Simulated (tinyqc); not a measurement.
Inside a calculation. Model: nucleation and growth of vacancy voids in a cooling silicon-like crystal. Computed by tinyqc, a small Python program that keeps every step. Command: `OMP_NUM_THREADS=1 python tinyqc.py 3004364 3004365 out.jsonl voids walk`. One thread of a shared host (Intel(R) Xeon(R) Processor @ 2.30GHz), about 0.5 s of CPU time with the checks. Intermediate numbers are printed to about 6 digits and carried at full precision; extremes and crossings named in words are read from the listed rows.

Spherical voids; vacancies are lost only to voids.

Inputs (values chosen for the exercise, close to those used for silicon):

| quantity | value | unit |
|---|---|---|
| vacancy density at the melting point C_m | 7.8e+14 | 1/cm^3 |
| formation energy E_f | 4.18 | eV |
| melting point T_m | 1685 | K |
| diffusion prefactor D0 | 0.0013 | cm^2/s |
| migration energy E_m | 0.38 | eV |
| site density rho | 5e+22 | 1/cm^3 |
| void surface energy gamma | 0.821 | J/m^2 |
| cooling rate q | 12 | K/min |
| vacancy excess C0 | 1e+14 | 1/cm^3 |
| temperature of the worked step T | 1350 | K |
| temperature step | 0.125 | K |

Vacancy supply: given.

Constants: k_B = 8.617333262e-05 eV/K; k_B = 1.380649e-23 J/K; e = 1.602176634e-19 C.

## Vacancy excess

C = C0 as given.

initial excess C = 1.00e+14 1/cm^3

## Nucleation rate at T with the initial excess

C_e = C_m exp[-(E_f/k_B)(1/T - 1/T_m)]; D = D0 exp(-E_m/(k_B T)); f = k_B T ln(C/C_e); r* = 2 gamma/(rho f); W* = 16 pi gamma^3/(3 rho^2 f^2); Z = f/sqrt(12 pi W* k_B T); I = rho Z (4 pi r* D C) exp(-W*/(k_B T)).

C_e = 6.16151e+11 1/cm^3

D = 4.95837e-05 cm^2/s

driving force f = 0.592074 eV

critical radius r* = 0.346192 nm

W*/(k_B T) = 22.1130

rate I = 4.73646e+15 1/(cm^3 s)

Cooling by 10 K multiplies I by 5.6: nucleation switches on within a narrow range of temperature. Caution: at such a rate voids would have used up the initial excess before the crystal cooled to this T.

## Cooling through the nucleation range

March down from 1500 K in steps dT, dt = dT/q, with values at the upper end of each step: a class of I dt voids is born with r*; then all classes grow by r^2 += 2 D (C - C_e) dt/rho; C falls by the vacancies added to voids. Stop at 1150 K. T_n is the T of the largest I, N the final count (classes under 1e-6 /cm^3 are dropped), and the mean radius the number average.

Rows around the peak of I:

| T (K) | C (1/cm^3) | C_e (1/cm^3) | I (1/(cm^3 s)) | voids (1/cm^3) | mean radius (nm) |
|---|---|---|---|---|---|
| 1449.5 | 1.00000e+14 | 7.25869e+12 | 7.83446e-05 | 3.33831e-04 | 9.3951 |
| 1439.5 | 1.00000e+14 | 5.75302e+12 | 9.23761e-01 | 5.10727e+00 | 10.6497 |
| 1429.5 | 9.99933e+13 | 4.54487e+12 | 1.68289e+03 | 1.16059e+04 | 11.6648 |
| 1424.5 | 9.97921e+13 | 4.03455e+12 | 3.90973e+04 | 3.08789e+05 | 12.2636 |
| 1421.5 | 9.86803e+13 | 3.75478e+12 | 1.67037e+05 | 1.66125e+06 | 13.0591 |
| 1419.5 | 9.61592e+13 | 3.57853e+12 | 2.49540e+05 | 3.81252e+06 | 14.4048 |
| 1417.5 | 9.09908e+13 | 3.41009e+12 | 1.58929e+05 | 6.02030e+06 | 17.0663 |
| 1415.5 | 8.33517e+13 | 3.24913e+12 | 3.82793e+04 | 6.97229e+06 | 20.8556 |
| 1413.5 | 7.44825e+13 | 3.09535e+12 | 3.97321e+03 | 7.14398e+06 | 24.6087 |
| 1410.5 | 6.10260e+13 | 2.87747e+12 | 3.42996e+01 | 7.15900e+06 | 28.9077 |
| 1407.5 | 4.88219e+13 | 2.67410e+12 | 5.93768e-02 | 7.15910e+06 | 31.9033 |

temperature of peak nucleation T_n = 1419.5 K

void density N = 7.15910e+06 1/cm^3

mean radius = 40.2837 nm

vacancies left at 1150 K = 3.01277e+09 1/cm^3

I rises as supersaturation builds and collapses once the first voids have drawn C down by 4 % at the peak. Nearly all the excess then goes into these voids: [3 C/(4 pi rho N)]^(1/3) = 40.6 nm.

## Cooling rate

The formulas are those given above.

At fixed C:

| q (K/min) | T_n (K) | N (1/cm^3) | mean radius (nm) |
|---|---|---|---|
| 1.2 | 1428.500 | 2.42909e+05 | 124.597 |
| 3.0 | 1425.125 | 9.34180e+05 | 79.489 |
| 6.0 | 1422.375 | 2.58673e+06 | 56.584 |
| 12.0 | 1419.500 | 7.15910e+06 | 40.284 |
| 24.0 | 1416.375 | 1.98012e+07 | 28.684 |
| 48.0 | 1413.125 | 5.47198e+07 | 20.429 |
| 120.0 | 1408.500 | 2.09322e+08 | 13.052 |

Over the rows N goes as q^1.47 and the radius as q^-0.49, near the 3/2 and -1/2 of the scaling argument (depletion time 1/(4 pi N r D) equal to the time in the nucleation range, at fixed N r^3). T_n drops only 20 K for a factor 100 in q. Fast cooling gives many small voids, which an anneal can dissolve.

## Vacancy excess varied

The formulas are those given above.

At fixed q:

| C (1/cm^3) | T_n (K) | N (1/cm^3) | mean radius (nm) |
|---|---|---|---|
| 4.00e+13 | 1373.250 | 1.35722e+07 | 23.9603 |
| 6.00e+13 | 1393.375 | 1.02265e+07 | 30.1539 |
| 1.00e+14 | 1419.500 | 7.15910e+06 | 40.2837 |
| 1.60e+14 | 1444.125 | 5.15707e+06 | 52.5821 |
| 2.50e+14 | 1468.250 | 3.77746e+06 | 67.7136 |

More vacancies nucleate earlier (T_n rises by 95 K) and give fewer, larger voids: N goes as C^-0.70 and the radius as C^0.57, steeper than the -1/2 and +1/2 of the scaling argument at fixed D, because D rises with T_n.

Checks made by the program: Z against the curvature of W(n) (relative difference below 1e-10); N against a run with half the step (relative difference 1e-03).
